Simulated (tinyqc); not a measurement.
Via and link resistance from two via chains.

Problem. A chain of 5000 vias joined by 5000 metal links has R = 5000 (Rv + Rlink), with Rlink proportional to the link length. Find Rv, Rlink for length L, and the value of Rv that the short chain would give if the links were ignored.

resistance of chains of 5000 links with link lengths L and 3 L (ohm): [83500, 1.105e5]

Solution. R per link is a straight line in the link length; its intercept at zero length is Rv.

Rv = 14.0 ohm
Rlink = 2.70 ohm
Rv without correction = 16.7 ohm

Program tinyqc, `OMP_NUM_THREADS=1 python tinyqc.py 2750084 2750085 out.jsonl`; Intel Xeon 2.30GHz, shared host, one thread, about 0.01 s.
